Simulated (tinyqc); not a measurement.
# Thermoelectric coefficients of a parabolic band, Landauer integrals: effect of the Fermi level

Bulk parabolic band, x = (E - Ec)/kB T, C = hbar^2/(2 m0), kB T in eV. Modes per area gv m kB T x/(4 pi C) times the back-scattering length l0 x^rr give the transport function s0 X(x), s0 = (2 q^2/h) gv m kB T l0/(4 pi C), X = x^(1 + rr). I_k = int X (x - eta)^k w dx, w = 1/(4 cosh^2((x - eta)/2)).

sigma = s0 I_0, S = -(kB/q) I_1/I_0, Lorenz number L = (kB/q)^2 [I_2/I_0 - (I_1/I_0)^2], kappa_e = L sigma T. Power factor S^2 sigma, ZT = S^2 sigma T/(kappa_e + kL). The integrals are converged.

Values chosen for this exercise: temperature T = 300 K; mass of one valley m = 0.072 m0; valleys gv = 4; back-scattering length at x = 1 l0 = 2.6 nm; energy exponent of that length rr = 0; lattice thermal conductivity kL = 1.6 W/(m K).

Constants: q = 1.602176634e-19 C, kB = 1.380649e-23 J/K, hbar = 1.054571817e-34 J s, h = 6.62607015e-34 J s, m0 = 9.1093837015e-31 kg, Vt = kB T/q, hbar^2/(2 m0) = 0.0380998212 eV nm^2. Results are converted to the units shown.

Result of one run:
```
sigma (S/cm)  S (uV/K)  kappa_e (W/(m K))  power factor (mW/(m K^2))       ZT
21.71           -204.5            0.01051                    0.09081  0.01692
```

Which reduced Fermi level (EF - Ec)/kB T eta gave this result: -3, -2, 0, 4 or 6?

eta = 0.

The whole series:
```
eta  sigma (S/cm)  S (uV/K)  kappa_e (W/(m K))  power factor (mW/(m K^2))        ZT
-4         0.5686    -517.8           2.539e-4                    0.01525  0.002858
-3          1.522    -433.0           6.823e-4                    0.02853  0.005348
-2          3.976    -350.2           0.001800                    0.04878  0.009135
-1          9.814    -272.5           0.004543                    0.07287   0.01362
0           21.71    -204.5            0.01051                    0.09081   0.01692
1           41.14    -150.9            0.02127                    0.09365   0.01733
2           66.63    -112.4            0.03710                    0.08416   0.01542
3           95.50    -86.09            0.05689                    0.07079   0.01282
4           125.9    -68.22            0.07909                    0.05858   0.01047
5           156.8    -55.81             0.1025                    0.04886  0.008610
6           188.0    -46.95             0.1265                    0.04144  0.007201
```

sigma rises from 0.569 to 188 S/cm, and S rises from -518 to -46.9 uV/K. Among the rows the power factor is largest at eta = 1 and ZT, 0.0173, at eta = 1, where S = -151 uV/K.

Range of the model: Parabolic bands, elastic scattering and a fixed kL make these model figures, not those of a material.

Program tinyqc, `OMP_NUM_THREADS=1 python tinyqc.py 2800017 2800018 out.jsonl`; Intel Xeon 2.30GHz, shared host, one thread, about 0.03 s.
